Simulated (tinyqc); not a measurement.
# Changing the heating rate beta

Model: adsorption as a lattice gas: isotherms with interactions, competition, desorption peaks and saturation dose. Computed by tinyqc, a small Python program. Command: `OMP_NUM_THREADS=1 python tinyqc.py 3028215 3028216 out.jsonl adsorb sweep`. One thread of a shared host (Intel(R) Xeon(R) Processor @ 2.30GHz), about 0.01 s of CPU time with the checks.

One adsorbate per site; a molecule needs 1 empty site. Gas and surface have the same temperature.

Inputs (values chosen for the exercise, for a model surface): desorption energy E = 0.813 eV; prefactor nu = 4.2e+12 1/s.

Adsorption: molecular (first order).

Constants: k_B = 8.617333262e-05 eV/K.

Method. The peak obeys E/(k_B T_p^2) = (nu/beta) exp(-E/(k_B T_p)) exactly. Redhead's shortcut, with the constant 3.46 (3.64 is also in use), reads E back as k_B T_p [ln(nu' T_p/beta) - 3.46], nu' = nu.

One run for each value:

| heating rate beta (K/s) | peak temperature T_p (K) | E by Redhead's shortcut (eV) |
|---|---|---|
| 0.1 | 281.64 | 0.81425 |
| 0.31 | 290.91 | 0.81348 |
| 0.99 | 301.05 | 0.81261 |
| 3.1 | 311.71 | 0.81166 |
| 9.7 | 323.12 | 0.81061 |
| 30 | 335.24 | 0.80945 |
| 96 | 348.68 | 0.80813 |
| 300 | 362.89 | 0.80668 |

What does the table show, and why?

Over the rows, peak temperature T_p (K) rises from 282 to 363 (exponent d ln y / d ln x 0.029 between the first rows and 0.035 between the last); E by Redhead's shortcut (eV) falls from 0.8142 to 0.8067 (exponent d ln y / d ln x -8.4e-4 between the first rows and -0.0016 between the last). The slope of ln(beta/T_p^2) against 1/T_p gives E = 0.8130 eV without knowledge of nu.

Extremes, crossings and ranges named in words are read from the listed rows.
